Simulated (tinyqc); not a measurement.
Changing the temperature T: strain, valley repopulation and piezoresistance in a many-valley conduction band. Computed by tinyqc, a small Python program. Command: `OMP_NUM_THREADS=1 python tinyqc.py 3001842 3001843 out.jsonl valleys sweep`. One thread of a shared host (Intel(R) Xeon(R) Processor @ 2.30GHz), about 0.06 s of CPU time with the checks.

Valleys are ellipsoids with mass m_l along the axis a and m_t across it, parabolic, with one constant relaxation time; strain shifts the valleys and leaves the masses alone. Currents are taken along [110], along the load, and along [001], across the load.

Inputs (values chosen for the exercise, modelled on silicon):
```
quantity                               value    unit
longitudinal mass m_l                  0.891     m_0
transverse mass m_t                    0.191     m_0
shear deformation potential Xi_u        9.36      eV
dilation deformation potential Xi_d      1.1      eV
C11                                      167     GPa
C12                                     64.2     GPa
C44                                     80.3     GPa
stress X (tension positive)              140     MPa
electron density n                   4.8e+19  1/cm^3
relaxation time tau                      210      fs
```

Valley axes: <100> (6 valleys in 3 pairs). Load: uniaxial [110].

Constants: k_B = 8.617333262e-05 eV/K; m_0 = 9.1093837015e-31 kg; k_B = 1.380649e-23 J/K; hbar = 1.054571817e-34 J s; e = 1.602176634e-19 C.

Method:
- Compliances S11 = (C11 + C12)/((C11 - C12)(C11 + 2 C12)), S12 = -C12/((C11 - C12)(C11 + 2 C12)), S44 = 1/C44; stress sigma_ij = X n_i n_j for the unit vector n of the load; e_xx = S11 sigma_xx + S12 (sigma_yy + sigma_zz), e_xy = S44 sigma_xy/2 (tensor strain).
- Herring-Vogt shift of a valley with unit axis a: dE = Xi_d tr(e) + Xi_u a.e.a.
- Each of the 6 valleys holds n_v = N_v (2/sqrt(pi)) F_1/2((E_F - dE_v)/(k_B T)), N_v = 2 (m_d k_B T/(2 pi hbar^2))^(3/2), m_d = (m_l m_t^2)^(1/3); E_F solves sum n_v = n and is counted from the unstrained edge.
- F_j(eta) = int_0^infinity x^j/(1 + exp(x - eta)) dx, without a gamma-function factor. It is evaluated after integrating by parts.
- Integrals over x = E/(k_B T) use 160 Gauss-Legendre points in u = sqrt(x) from 0 to sqrt(max(eta, 0) + 32).
- Mobility tensor mu = e tau sum_v (n_v/n) [1/m_t + (1/m_l - 1/m_t) a a^T]; unstrained mu_0 = e tau (1/m_l + 2/m_t)/3; resistivity along d from the inverse tensor, rho_d = d.mu^-1.d/(n e), mobility along d = 1/(d.mu^-1.d); gauge pi_d = (rho_d/rho_0 - 1)/X.
- With eta_0 the reduced Fermi level without strain, r = F_-1/2(eta_0)/(2 F_1/2(eta_0)) (1 for a classical gas) and c = r (Xi_u/k_B T) (m_l - m_t)/(2 m_l + m_t): pi11 = -(2/3) c (S11 - S12), pi12 = -pi11/2, pi44 = 0, with S11 - S12 = 1/(C11 - C12).

One run for each value; columns: (1) temperature T (K); (2) pi11 (1e-11/Pa); (3) degeneracy factor r; (4) resistance change along the first direction (%); (5) resistance change along the second direction (%):
```
(1)      (2)      (3)      (4)     (5)
50   -70.145  0.14034  -2.4221  5.2238
100  -68.265  0.27316  -2.3608  5.0815
150  -64.911  0.38960  -2.2503  4.8265
210  -59.859  0.50299  -2.0815  4.4402
290  -52.993  0.61494  -1.8485  3.9141
420  -43.540  0.73172  -1.5232  3.1923
600  -34.218  0.82151  -1.1991  2.4876
```

Give the missing row, temperature T (K) = 71.

Computed row; columns: (1) temperature T (K); (2) pi11 (1e-11/Pa); (3) degeneracy factor r; (4) resistance change along the first direction (%); (5) resistance change along the second direction (%):
```
(1)      (2)      (3)      (4)     (5)
71   -69.549  0.19759  -2.4027  5.1786
```

Interpolating between the two neighbouring rows (the first column on a logarithmic scale, the others too where they are positive) misses most in resistance change along the second direction (%), by 0.53 %. Over the rows, pi11 (1e-11/Pa) rises from -70.1 to -34.2 (exponent d ln y / d ln x -0.024 between the first rows and -0.68 between the last); degeneracy factor r rises from 0.140 to 0.822 (exponent d ln y / d ln x 0.98 between the first rows and 0.32 between the last); resistance change along the first direction (%) rises from -2.42 to -1.20 (exponent d ln y / d ln x -0.023 between the first rows and -0.67 between the last). At the low end the exponent of pi11 is -0.02, close to 0: a degenerate gas, where E_F replaces k_B T. Repopulation depends on the splitting over k_B T (over E_F when r is small).
